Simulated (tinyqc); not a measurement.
# Signal and retention of a DRAM cell, step by step

tinyqc, about 0.01 s, one thread, Intel Xeon 2.30GHz (shared host): `OMP_NUM_THREADS=1 python tinyqc.py 2130072 2130073 out.jsonl` Printed values are rounded.

A stored one starts at Vd and leaks: Cs dV/dt = -I(V), I = a sqrt((V + Vb)/(Vd + Vb)) + b, with a = Ig exp[-(Eg1 q/kB)(1/T - 1/T0)] (generation in a depletion layer) and b = Is exp[-(Es q/kB)(1/T - 1/T0)]. The bit line is precharged to Vd/2, and charge sharing gives the signal (V - Vd/2) Cs/(Cs + Cb).

Inputs (values chosen for the exercise):
- Vd = 1.4 V (array voltage)
- Cs = 15 fF (cell capacitance)
- Cb = 35 fF (bit-line capacitance)
- dm = 56 mV (smallest signal that the sense amplifier resolves)
- Vb = 1.33 V (built-in plus back-bias voltage of the storage junction)
- Ig = 1.8 fA (junction leakage at V = Vd and T0)
- Is = 1.6 fA (voltage-independent leakage at T0)
- Es = 0.4 eV (activation energy of Is)
- T0 = 358 K (reference temperature)
- T = 378 K (temperature)
- sg = 0.58 (deviation of ln(retention time) over the cells)
- Nc = 1.07e9 (cells)
- tr = 64 ms (refresh interval)
- Eg1 = 0.57 eV (activation energy of Ig)

Constants: q = 1.602176634e-19 C, kB = 1.380649e-23 J/K. Results are converted to the units shown.

Range of the model: Real arrays also hold a tail of unusually leaky cells and cells whose retention varies in time, which this model lacks.

## Signal and margin

The cell fails below Vc = Vd/2 + dm (Cs + Cb)/Cs.

transfer ratio = 0.3
signal of a fresh one = 210 mV
Vc = 0.886667 V
charge that may be lost = 7.7 fC
the same in electrons = 48059.6

## Retention time

With s = sqrt((Vc + Vb)/(Vd + Vb)), the time from Vd to Vc is t = [2 Cs (Vd + Vb)/a] [1 - s - (b/a) ln((a + b)/(a s + b))].

a = 4.78448 fA
b = 3.17730 fA
retention time = 0.996524 s
estimate with the current held at a + b = 0.967120 s

The constant-current estimate is 3.0 % below the true time, since the junction leaks less as V falls.

## Failing cells

This time is the median of a log-normal spread: failing cells = Nc erfc(z/sqrt 2)/2, z = ln(t/tr)/sg. One failure is expected at the interval where that count equals 1.

z = 4.73343
failing cells = 1181.04
interval for one failure = 30.5443 ms

The weakest cell of the array lies about 6.01 deviations out, a factor of 32.6 below the median; the chosen interval is longer than that time.
